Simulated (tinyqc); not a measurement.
Inside a calculation. Model: thermionic-field emission through a Schottky barrier, WKB.

Computed by the program tinyqc: `OMP_NUM_THREADS=1 python tinyqc.py 2640036 2640037 out.jsonl`, one thread of a shared Intel Xeon 2.30GHz, about 0.01 s for the whole run. Printed values are rounded.

Metal on an n-type semiconductor with one parabolic valley; V > 0 is forward bias (metal positive). Energies E are counted from the conduction edge of the neutral semiconductor, whose Fermi level lies at -xi; that of the metal lies at -xi - V. The barrier is a parabola of height Vd = phi - xi - V (depletion approximation, no image force).

Values chosen for this exercise; band and dielectric values close to those of gallium arsenide: temperature T = 350 K; electron mass me = 0.0668 m0; relative permittivity eps_r = 12.7; barrier height seen from the metal phi = 0.73 eV; donor density Nd = 4.1e17 cm^-3; bias V = 0.21 V; points of the energy grid nE = 15; upper end of the energy grid Eb = 0.7 eV.

Constants: q = 1.602176634e-19 C, kB = 1.380649e-23 J/K, hbar = 1.054571817e-34 J s, h = 6.62607015e-34 J s, m0 = 9.1093837015e-31 kg, Vt = kB T/q, eps0 = 8.8541878128e-14 F/cm where lengths are in cm. Results are converted to the units shown.

Range of the model: The depletion approximation, a parabolic band and the neglect of image-force lowering make these currents estimates at high doping.

## Fermi level, barrier and E00

Nc = 2 (2 pi me m0 kB T/h^2)^1.5 (times 1e-6 for cm^-3); Nd = Nc F12(-xi/Vt), F12(x) = (2/sqrt(pi)) int_0^infinity sqrt(u)/(1 + exp(u - x)) du; E00 = (hbar/2) sqrt(Nd/(me m0 eps0 eps_r)) in SI units (volts). W = sqrt(2 eps0 eps_r Vd/(q Nd)).

Nc = 5.45955e17 cm^-3
xi = 7.11763e-4 eV
Vd = 0.519288 V
W = 42.1646 nm
E00 = 12.9071 meV
E00/Vt = 0.427945

By a common rule of thumb, E00/Vt below 0.5 marks thermionic emission, 0.5 to 5 thermionic-field emission and above 5 field emission. By that rule alone: thermionic emission; with a high barrier, tunnelling near its top can carry most of the current even below 0.5.

## Current density on a coarse grid

For E < Vd, ln T(E) = -(Vd/E00) [sqrt(1 - y) - y ln((1 + sqrt(1 - y))/sqrt(y))], y = E/Vd; T(E) = 1 above. J = A* T (q/kB) int_0^infinity T(E) N(E) dE, N = ln[(1 + exp((-xi - E)/Vt))/(1 + exp((-xi - V - E)/Vt))], A* = 4 pi q me m0 kB^2/h^3 (times 1e-4 for A/(cm^2 K^2)). Simpson's rule on nE equally spaced points from 0 to Eb.

```
point    E (eV)         T(E)            N       T(E) N
0      0.000000  3.36631e-18     0.680493  2.29075e-18
1      0.050000  3.03728e-14     0.170508  5.17880e-15
2      0.100000  1.69024e-11    0.0348182  5.88510e-13
3      0.150000   3.05994e-9   0.00672930  2.05912e-11
4      0.200000   2.54355e-7   0.00128584  3.27060e-10
5      0.250000   1.13393e-5   2.45157e-4   2.77992e-9
6      0.300000   2.94273e-4   4.67218e-5   1.37490e-8
7      0.350000   0.00463595   8.90348e-6   4.12761e-8
8      0.400000    0.0448654   1.69665e-6   7.61211e-8
9      0.450000     0.260720   3.23314e-7   8.42943e-8
10     0.500000     0.824107   6.16108e-8   5.07739e-8
11     0.550000            1   1.17405e-8   1.17405e-8
12     0.600000            1   2.23728e-9   2.23728e-9
13     0.650000            1  4.26336e-10  4.26336e-10
14     0.700000            1  8.12425e-11  8.12425e-11
```

J = 0.461166 A/cm^2

The integrand peaks at E = 0.450 eV among these points, 0.87 of the barrier height. A converged quadrature gives 0.4623 A/cm^2 (this grid is 0.24 % below that), of which 6.9 % passes over the barrier.
